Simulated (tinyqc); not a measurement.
# Doping from resistivity

Problem. A uniform, uncompensated and fully ionised sample has rho = 1/(q N mu), mu = m1 + (m2 (T/300 K)^(-bt) - m1)/(1 + (N/Nr)^am). Find N, mu and the diffusion coefficient mu Vt.

Values chosen for this exercise:
- T = 250 K (temperature)
- m1 = 69.9 cm^2/(V s) (mobility limit at high doping)
- m2 = 1360 cm^2/(V s) (mobility limit at low doping, at 300 K)
- Nr = 9.32e16 cm^-3 (reference doping of the mobility law)
- am = 0.686 (exponent of the mobility law)
- bt = 2.2 (temperature exponent of m2)

Constants: q = 1.602176634e-19 C, kB = 1.380649e-23 J/K, Vt = kB T/q. Results are converted to the units shown.

resistivity = 0.38821118 ohm cm

Solution. With am below 1 the product N mu rises steadily with N, so one doping matches; it is found by iterating N = 1/(q rho mu(N)).

N = 9.500e15 cm^-3
mu = 1692 cm^2/(V s)
diffusion coefficient = 36.46 cm^2/s

Numbers from tinyqc (`OMP_NUM_THREADS=1 python tinyqc.py 2110061 2110062 out.jsonl`; about 0.01 s on one thread of a shared Intel Xeon 2.30GHz).
